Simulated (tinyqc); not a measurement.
What moves the results: Peierls distortion of a half-filled chain. A value that a table varies takes the place of the one given here.

Atoms move by +/- u, so bonds change by -/+ 2u and hoppings are t +/- 2 al u. Bands E = -/+ sqrt((2 t cos x)^2 + D^2 sin^2 x) with D = 4 al u, x = k a in (0, pi/2); the gap is 2D. Energy per atom at zero temperature: E(u) = -mean_x sqrt(...) + 2 K u^2; exactly, the mean is (4t/pi) E(1 - z^2), z = D/2t, E the complete elliptic integral of the second kind with parameter m. Coupling lambda = 2 al^2/(pi t K).

Constants: kB = 8.617333262e-05 eV/K.

Values chosen for the exercise:
```
symbol  value  unit           meaning
t       2.34   eV             hopping of the even chain
al      6.1    eV/angstrom    change of hopping with bond length
K       31.9   eV/angstrom^2  spring constant of a bond
```

## Energy against distortion

Exact means; both parts are counted from u = 0.

Energies per atom:
```
u (angstrom)  gap (eV)  electrons (meV)  springs (meV)  total (meV)
0.0065           0.317            -7.31           2.70        -4.61
0.0163           0.795           -36.14          16.95       -19.19
0.0326           1.591          -115.39          67.80       -47.59
0.0489           2.386          -222.25         152.56       -69.69
0.0652           3.182          -349.36         271.22       -78.14
0.0814           3.972          -491.22         422.74       -68.49
0.0977           4.768          -646.49         608.99       -37.50
0.1140           5.563          -812.04         829.14        17.10
0.1433           6.993         -1130.32        1310.13       179.81
```

The ratio of electronic gain to elastic cost is 2.71 in the first row and 0.86 in the last: the gain goes as u^2 ln(1/u), so it wins at small u for any K. The total is lowest at u = 0.0652 angstrom and turns positive between 0.0977 and 0.1140.

## A coarse mesh hides or distorts the instability

u0 from the gap equation K = 4 al^2 mean(sin^2 x/|E|) on the mesh x_j = (j + 1/2) pi/(2N); 0 where it has no root.

Results:
```
N     u0 (angstrom)  gap (eV)  smallest |E| at u = 0 (eV)
1            0.0000     0.000                       3.309
2            0.0536     2.617                       1.791
3            0.0635     3.097                       1.211
4            0.0648     3.164                       0.913
6            0.0651     3.179                       0.611
8            0.0652     3.180                       0.459
12           0.0652     3.180                       0.306
20           0.0652     3.180                       0.184
40           0.0652     3.180                       0.092
4000         0.0652     3.180                       0.001
```

For N = 1 no distortion is found: the mesh leaves its own gap at u = 0, which cuts off the logarithm. u0 is within 1 % of the last row from N = 4 on; the mesh must resolve D = 1.590 eV, and the coherence length xi/a = 2t/D is 2.9.

## Closing of the gap with temperature

The gap equation gains the factor tanh(|E|/2kT); 4000 points; Tp is where its root reaches zero.

Results:
```
T/Tp  T (K)  u (angstrom)   u/u0
0.20   1928        0.0652  1.000
0.40   3855        0.0644  0.988
0.60   5783        0.0597  0.916
0.70   6747        0.0548  0.841
0.80   7710        0.0472  0.724
0.90   8674        0.0351  0.538
0.95   9156        0.0254  0.390
0.99   9542        0.0116  0.177
```

Tp = 9638 K

D(0)/(kB Tp) = 1.914, against 1.764 at weak coupling. u/u0 is 0.916 at 0.6 Tp and 0.538 at 0.9 Tp, and near Tp it goes as sqrt(1 - T/Tp): 2.20 between the last two rows against sqrt(5) = 2.24. In a single chain fluctuations forbid this transition; coupling between chains sets the real one, far lower.

## What moves the distortion

Exact means. Each row changes one parameter from the base and keeps the others.

Results:
```
case                     lambda  u0 (angstrom)  gap (eV)  E(u0) - E(0) (meV)
base                     0.3173         0.0652     3.180              -78.14
t = 2.457 eV             0.3022         0.0624     3.046              -69.06
al = 6.405 eV/angstrom   0.3499         0.0739     3.789             -108.27
K = 33.49 eV/angstrom^2  0.3023         0.0595     2.902              -65.80
```

The largest shifts from the base row, up to three for each result and ties (the steps differ in size, so this ranks the rows, not the parameters). lambda: al +0.0325, t -0.0151, K -0.0151. u0 (angstrom): al +0.0088, K -0.0057, t -0.0027. gap (eV): al +0.609, K -0.278, t -0.133. E(u0) - E(0) (meV): al -30.13, K +12.34, t +9.08.

tinyqc: `OMP_NUM_THREADS=1 python tinyqc.py 1650249 1650250 out.jsonl`; about 0.07 s, one thread, shared Intel(R) Xeon(R) Processor @ 2.30GHz.
